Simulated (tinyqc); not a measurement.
Decay of LO phonons and the hot-phonon bottleneck in the cooling of electrons: one step, computed by the program tinyqc.

n(E, T) = 1/(exp(E/(k_B T)) - 1) is the Bose occupation. Electrons have a temperature T_e; the LO modes within their reach share one occupation N; the decay products stay at the lattice temperature.

Question. Spontaneous emission time. Froehlich coupling alpha = (e^2/(4 pi eps_0)) (1/eps_inf - 1/eps_s) k_0/(2 hbar omega), k_0 = sqrt(m* hbar omega/(hbar^2/(2 m_0))); emission time tau_sp = hbar/(2 alpha hbar omega); bottleneck ratio r = (n/N_m) tau/tau_sp.

Inputs (values chosen for the exercise, modelled on indium arsenide):

| quantity | value | unit |
|---|---|---|
| LO energy hbar omega | 29.8 | meV |
| lattice temperature T | 300 | K |
| electron mass m* | 0.0271 | m_0 |
| eps_inf | 12.1 | - |
| static dielectric constant eps_s | 14.9 | - |
| electron density n | 5.1e+18 | 1/cm^3 |
| density of LO modes that the electrons reach, N_m | 1.3e+19 | 1/cm^3 |

Decay channel: two equal phonons plus a three-phonon channel.

phonon lifetime tau = 1.188582 ps

Constants: e^2/(4 pi eps_0) = 14.39964548 eV angstrom; hbar^2/(2 m_0) = 3.80998212 eV angstrom^2; hbar = 6.582119569e-16 eV s.

Give: alpha; emission time tau_sp; bottleneck ratio r.

Answer.

alpha = 0.05463

emission time tau_sp = 202.2 fs

bottleneck ratio r = 2.307

r compares the rate at which electrons exchange quanta with a mode to its decay rate. Exchange outruns decay, so a hot population builds up if the power is high enough.
